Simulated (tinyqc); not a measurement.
Interstitial-substitutional diffusion of a fast metal impurity in a wafer (kick-out and dissociative mechanisms): one step, computed by the program tinyqc. Command: `OMP_NUM_THREADS=1 python tinyqc.py 3014527 3014528 out.jsonl kickout walk`. One thread of a shared host (Intel(R) Xeon(R) Processor @ 2.30GHz), about 0.4 s of CPU time with the checks.

The metal moves as an interstitial A_i and dissolves on lattice sites either by kicking out a self-interstitial (A_i = A_s + I) or by filling a vacancy (A_i + V = A_s). With A_i at its solubility, local equilibrium and c = C_s/C_s*, self-interstitials and vacancies obey C_I/C_I* = 1/c and C_V/C_V* = c.

Task: Diffusivity against concentration. In defect-free silicon dc/dt = d/dx [(D_K/c^2 + D_F) dc/dx], c = 1 at both faces. D_K = D_I C_I*/C_s* and D_F = D_V C_V*/C_s*. The two terms are equal at c* = sqrt(D_K/D_F). Take c = 1, 0.5, 0.2, 0.1, 0.03 and 0.01.

Inputs (values chosen for the exercise, loosely like those of gold in silicon): temperature T = 1050 C.

D_K = 9.642871e-10 cm^2/s

D_F = 7.027243e-10 cm^2/s

Give: c*; Effective diffusivity (cm^2/s).

Result:

c* = 1.171

Effective diffusivity (cm^2/s):
```
c     kick-out term      total
1.00      9.643e-10  1.667e-09
0.50      3.857e-09  4.560e-09
0.20      2.411e-08  2.481e-08
0.10      9.643e-08  9.713e-08
0.03      1.071e-06  1.072e-06
0.01      9.643e-06  9.644e-06
```
